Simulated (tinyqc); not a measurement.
Worked calculation: plane-wave Kohn-Sham cycle with exchange-only LDA in a layered model solid. One step of it, computed by the program tinyqc.

Problem. Iteration 2: levels at that k. Diagonalise the Hermitian matrix.

H (hartree):
```
           -3         -2         -1         +0         +1         +2         +3
-3   0.790633  -0.227618   0.046633   0.000183  -0.000075   0.000078   0.000041
-2  -0.227618   0.224195  -0.227618   0.046633   0.000183  -0.000075   0.000078
-1   0.046633  -0.227618  -0.115667  -0.227618   0.046633   0.000183  -0.000075
+0   0.000183   0.046633  -0.227618  -0.228955  -0.227618   0.046633   0.000183
+1  -0.000075   0.000183   0.046633  -0.227618  -0.115667  -0.227618   0.046633
+2   0.000078  -0.000075   0.000183   0.046633  -0.227618   0.224195  -0.227618
+3   0.000041   0.000078  -0.000075   0.000183   0.046633  -0.227618   0.790633
```

Give: eigenvalues.

Solution.

eigenvalues (hartree): -0.4927  -0.2707  -0.0312  0.2380  0.3499  0.8852  0.8909
